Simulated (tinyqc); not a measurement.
Width of the inclusion: polytypes by hexagonality, and a cubic inclusion as a quantum well.

Gap: E3 + (Es - E3) h/hs for h up to hs, then linear from Es to E2 at h = 1. Valence top Ev2 h and polarisation P2 h, both counted from 3C; Ec = Ev + gap.

A cubic inclusion of width L = N d in the host (h = 0.5) is a well of depth V = Ec(host) - Ec(3C). Square well with mass mismatch: k tan(k L/2) = (m_w/m_b) q, k = sqrt(m_w E/c), q = sqrt(m_b (V - E)/c), c = hbar^2/2m0, lowest root. The depth of the level, V - E, is its binding, and the transition to the valence top of the host is gap(host) - (V - E). The step in polarisation gives a field |F| = |P|/(eps eps0) in a thin inclusion, eps0 = 8.8541878e-12 F/m.

Constants: hbar^2/2m0 = 3.80998211 eV angstrom^2.

Parameters, chosen for this exercise (of the order of those of SiC; not measured data):
- E3 = 2.407 eV (gap of the cubic polytype)
- E2 = 3.362 eV (gap of 2H)
- Ev2 = 0.135 eV (valence top of 2H above that of 3C)
- P2 = -0.0484 C/m^2 (spontaneous polarisation of 2H)
- Es = 3.287 eV (gap at the hexagonality hs)
- hs = 0.5 (hexagonality up to which the first line holds)
- m = (0.333, 0.303) m0 (electron mass along c in the cubic layer and in the host)
- d = 2.513 angstrom (thickness of a double layer)
- eps = 9.8 (dielectric constant)

Without the field: square well. With it, the potential inside is |F| (z - L/2), the host conduction edge lies at V - |F| L/2 on one side and V + |F| L/2 on the other, and the lowest level E_F is found by finite differences (step 0.25 angstrom, wide box, good to about 1 meV). Holes sit in the host on the high side, so the transition is gap(host) - V + E_F - |F| L/2. A dash: bound by less than 2 meV or not at all.

Results:
```
N   L (angstrom)  depth (eV)  transition (eV)  depth below the low side, with field (eV)  transition with field (eV)
1           2.51       0.098            3.189                                      0.066                       3.151
2           5.03       0.286            3.001                                      0.221                       2.926
3           7.54       0.451            2.836                                      0.353                       2.724
6          15.08       0.716            2.571                                      0.527                       2.339
8          20.10       0.792            2.495                                      0.555                       2.171
12         30.16       0.865            2.422                                      0.563                       1.883
```

Give the missing row, N = 4, L (angstrom) = 10.05.

Computed row:
```
N  L (angstrom)  depth (eV)  transition (eV)  depth below the low side, with field (eV)  transition with field (eV)
4         10.05       0.571            2.716                                      0.441                       2.566
```

The square well binds a level even at N = 1 (98 meV), as any symmetric one-dimensional well does; the depth grows to 865 of 947 meV, and the transition tends to E3 - Ev(host) = 2.340 eV. With the field the level is bound by 2 meV or more for N = 1, 2, 3, 4, 6, 8 and 12, and the transition is lowered by 38 meV at N = 1 and 540 meV at N = 12, where |F| L/2 = 421 meV. Free carriers or surface charge screen the field and the step between the two sides, and the attraction to the hole, left out here, binds the electron further.

tinyqc: `OMP_NUM_THREADS=1 python tinyqc.py 1880958 1880959 out.jsonl`; about 0.04 s, one thread, shared Intel(R) Xeon(R) Processor @ 2.30GHz.
